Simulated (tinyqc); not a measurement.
Scattering rates of a carrier in a spherical band by Fermi's golden rule: one step, computed by the program tinyqc. Command: `OMP_NUM_THREADS=1 python tinyqc.py 3023095 3023096 out.jsonl scatter walk`. One thread of a shared host (Intel(R) Xeon(R) Processor @ 2.30GHz), about 0.01 s of CPU time with the checks.

All processes here are isotropic or elastic, and the rate listed is the momentum relaxation rate.

Problem. Acoustic phonons. Kane band: hbar^2 k^2/(2 m) = E (1 + alpha E), speed v = hbar k/(m (1 + 2 alpha E)), states per spin, volume and energy g(E) = m k (1 + 2 alpha E)/(2 pi^2 hbar^2); overlap factors are set to 1. Masses are multiplied by m_0 and all formulas are in SI units. Acoustic deformation potential (elastic, equipartition, absorption and emission together): 1/tau = 2 pi k_B T D_A^2 g(E)/(hbar rho v_l^2).

Inputs (values chosen for the exercise, modelled on electrons in silicon):

| quantity | value | unit |
|---|---|---|
| density-of-states mass of one valley m | 0.314 | m_0 |
| non-parabolicity alpha | 0.47 | 1/eV |
| density rho | 2329 | kg/m^3 |
| sound velocity v_l | 9180 | m/s |
| acoustic deformation potential D_A | 9.7 | eV |
| temperature T | 400 | K |
| carrier energy E | 120 | meV |

Crystal: non-polar. Band: Kane. Impurity formula: Brooks-Herring. Further scattering: neutral impurities.

Constants: k_B = 1.380649e-23 J/K; e = 1.602176634e-19 C; hbar = 1.054571817e-34 J s; m_0 = 9.1093837015e-31 kg.

Give: acoustic rate.

Solution.

acoustic rate = 6.001e+12 1/s
